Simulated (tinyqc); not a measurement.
## Electron continuity equation in a given potential, Scharfetter-Gummel discretisation: error of the current against the mesh

Steady state in one dimension: J = q mu n E + q D dn/dx with E = -dpsi/dx and D = mu Vt, dJ/dx = q (n/tau - G), fixed densities nL and nR at the ends. The potential is given, psi = 0 for x < L/2 and U (2 x/L - 1) beyond, and is not changed by the electrons.

Fluxes J_i = (q D/h)(n_(i+1) P_i - n_i Q_i), d_i = (psi_(i+1) - psi_i)/Vt: Scharfetter-Gummel P = B(d), Q = B(-d), B(d) = d/(exp(d) - 1); central P = 1 - d/2, Q = 1 + d/2; upwind P = 1 + max(-d, 0), Q = 1 + max(d, 0). Balance at each inner node: J_i - J_(i-1) = q h (n_i/tau - G). The reference is Scharfetter-Gummel on 4000 intervals or more. Errors are those of J on the first interval against the reference at its midpoint; errors under 1e-6 % are printed as 0.

Parameters, values chosen for the exercise; mobility close to that of gallium nitride at room temperature: temperature T = 300 K; electron mobility mu = 984 cm^2/(V s); length of the region L = 13 um; density at x = 0 nL = 1.6e13 cm^-3; density at x = L nR = 0 cm^-3; lifetime tau = 1.1e-7 s; uniform generation rate G = 2.9e20 cm^-3 s^-1; potential difference psi(L) - psi(0) U = 0.46 V.

Constants: q = 1.602176634e-19 C, kB = 1.380649e-23 J/K, Vt = kB T/q. Results are converted to the units shown.

Error of the current against the mesh:
```
N    largest |d|  reference J (A/cm^2)  SG error (%)  central error (%)  upwind error (%)
5          7.117              -0.08776          18.5               15.2              20.0
10         3.559              -0.08606       -0.0637            9.43e-3            -0.148
20         1.779              -0.08526       -0.0190            6.03e-3           -0.0824
40        0.8897              -0.08487      -5.00e-3            1.52e-3           -0.0430
80        0.4448              -0.08468      -1.27e-3            3.82e-4           -0.0220
160       0.2224              -0.08458      -3.18e-4            9.62e-5           -0.0111
```

From N = 80 to 160 the error shrinks by 4.0 (Scharfetter-Gummel), 4.0 (central), 2.0 (upwind); 4 marks second order and 2 first order. At N = 5 the errors are 18, 15 and 20 %.

Program tinyqc, `OMP_NUM_THREADS=1 python tinyqc.py 2220026 2220027 out.jsonl`; Intel Xeon 2.30GHz, shared host, one thread, about 0.01 s.
